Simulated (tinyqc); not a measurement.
Surface Green function of a dimerised chain, Sancho-Rubio decimation: two steps of the calculation.

A semi-infinite lead of cells 0, 1, 2, ... with H0 inside a cell and H1 = <cell i|H|cell i + 1>. Cell A, B with A at the surface; -t1 joins A and B, -t2 joins B to the next A. z = E + i eta.

Parameters, values chosen for the exercise: energy E = -0.21 eV; broadening eta = 0.0001 eV.

Problem 1. Decimation. Start with e_s = e = H0, a = H1, b = H1^dagger. Each round: g = (z - e)^(-1); e_s <- e_s + a g b; e <- e + a g b + b g a; a <- a g a; b <- b g b (all with the old a, b). Round k joins cells 2^k apart.

e_s after round 2 (eV):
```
	A	B
A	0.0000000+0.0000000i	-0.5800000+0.0000000i
B	-0.5800000+0.0000000i	-6.2365344-0.0077611i
```

e after round 2 (eV):
```
	A	B
A	-6.2365344-0.0077611i	-0.5800000+0.0000000i
B	-0.5800000+0.0000000i	-6.2365344-0.0077611i
```

a after round 2 (eV):
```
	A	B
A	0.0000000+0.0000000i	0.0000000+0.0000000i
B	-4.3447953-0.0071222i	0.0000000+0.0000000i
```

b after round 2 (eV):
```
	A	B
A	0.0000000+0.0000000i	-4.3447953-0.0071222i
B	0.0000000+0.0000000i	0.0000000+0.0000000i
```

Wanted: g; e_s after round 3; e after round 3; a after round 3; b after round 3.

Solution 1.

g (1/eV):
```
	A	B
A	0.16748-0.00022i	-0.01612+0.00004i
B	-0.01612+0.00004i	0.16748-0.00022i
```

e_s after round 3 (eV):
```
	A	B
A	0.0000+0.0000i	-0.5800+0.0000i
B	-0.5800+0.0000i	-3.0749-0.0016i
```

e after round 3 (eV):
```
	A	B
A	-3.0749-0.0016i	-0.5800+0.0000i
B	-0.5800+0.0000i	-3.0749-0.0016i
```

a after round 3 (eV):
```
	A	B
A	0.00000+0.00000i	0.00000+0.00000i
B	-0.30428-0.00020i	0.00000+0.00000i
```

b after round 3 (eV):
```
	A	B
A	0.00000+0.00000i	-0.30428-0.00020i
B	0.00000+0.00000i	0.00000+0.00000i
```

Problem 2. Self-energy, Dyson check and densities of states. Sigma = H1 g_s H1^dagger is what the lead adds to one more cell, and (z - H0 - Sigma)^(-1) must give g_s back. Densities of states: -Im of the diagonals over pi.

H0 (eV):
```
	A	B
A	0	-0.58
B	-0.58	0
```

H1 (eV):
```
	A	B
A	0	0
B	-1	0
```

converged surface Green function g_s (1/eV):
```
	A	B
A	-3.0411796-0.0015751i	0.6230209-0.0000459i
B	0.6230209-0.0000459i	0.2255765-0.0001241i
```

converged bulk Green function (1/eV):
```
	A	B
A	0.36868248-0.00023724i	-0.07552883+0.00009329i
B	-0.07552883+0.00009329i	0.36868248-0.00023724i
```

Find: Sigma; (z - H0 - Sigma)^(-1); surface density of states; bulk density of states.

Solution 2.

Sigma (eV):
```
	A	B
A	0.000+0.000i	0.000+0.000i
B	0.000+0.000i	-3.041-0.002i
```

(z - H0 - Sigma)^(-1) (1/eV):
```
	A	B
A	-3.041-0.002i	0.623+0.000i
B	0.623+0.000i	0.226+0.000i
```

```
orbital	surface density of states (1e-4 1/eV)	bulk density of states (1e-5 1/eV)
A	5.014	7.552
B	0.395	7.552
```

Numbers from tinyqc (`OMP_NUM_THREADS=1 python tinyqc.py 2680111 2680112 out.jsonl`; about 0.01 s on one thread of a shared Intel Xeon 2.30GHz).
